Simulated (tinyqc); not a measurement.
Error of the time step: velocity overshoot from momentum and energy balance equations after a field step. Computed by tinyqc, a small Python program. Command: `OMP_NUM_THREADS=1 python tinyqc.py 3004766 3004767 out.jsonl overshoot walk`. One thread of a shared host (Intel(R) Xeon(R) Processor @ 2.30GHz), about 0.03 s of CPU time with the checks.

At t = 0 the field jumps from 0 to F in a uniform sample. v is the drift velocity and u = w - (3/2) k_B T the excess energy per carrier.

Inputs (values chosen for the exercise, modelled on holes in silicon except for tau_E):

| quantity | value | unit |
|---|---|---|
| effective mass m | 0.38 | m_0 |
| low-field mobility mu_0 | 500 | cm^2/(V s) |
| saturation velocity v_s | 0.87 | 1e7 cm/s |
| energy relaxation time tau_E | 0.54 | ps |
| field after the step F | 98 | kV/cm |
| lattice temperature T | 300 | K |
| time step dt | 2.8 | fs |

Scheme: implicit in the damping.

Constants: m_0 = 9.1093837015e-31 kg; e = 1.602176634e-19 C; k_B = 8.617333262e-05 eV/K.

Method:
- dv/dt = e F/m - v/tau_m(u), du/dt = e F v - u/tau_E, tau_m(u) = tau_0/(1 + c u), tau_0 = m mu_0/e, c = mu_0/(e tau_E v_s^2); this choice gives the steady state v (1 + mu_0 F v/v_s^2) = mu_0 F, which saturates at v_s. Steady velocity v = 2 mu_0 F/(1 + sqrt(1 + 4 (mu_0 F/v_s)^2)); u = e F v tau_E; carrier temperature T + 2u/(3 k_B), neglecting the drift energy m v^2/2.
- Step: v_new = (v + dt e F/m)/(1 + dt/tau_m(u)), u_new = (u + dt e F v_new)/(1 + dt/tau_E). Start v = u = 0; the distance adds dt (v + v_new)/2.
- The peak velocity is recomputed with dt/2 and dt/4 and by an adaptive Runge-Kutta method (tolerance 1e-9).

tau_0 = 108.027 fs

acceleration e F/m = 0.0453590 1e7 cm/s per fs

c = 12.2331 1/eV

steady velocity = 0.796187 1e7 cm/s

Peak velocity:

| step | v_peak (1e7 cm/s) | error (%) |
|---|---|---|
| dt | 2.0648 | -0.38412 |
| dt/2 | 2.0687 | -0.19350 |
| dt/4 | 2.0707 | -0.09854 |
| adaptive | 2.0727 | 0.00000 |

What follows from these numbers?

The implicit scheme puts the peak 0.38 % too low; halving dt divides the error by 1.99, as a first-order method should.

Extremes, crossings and ranges named in words are read from the listed rows.
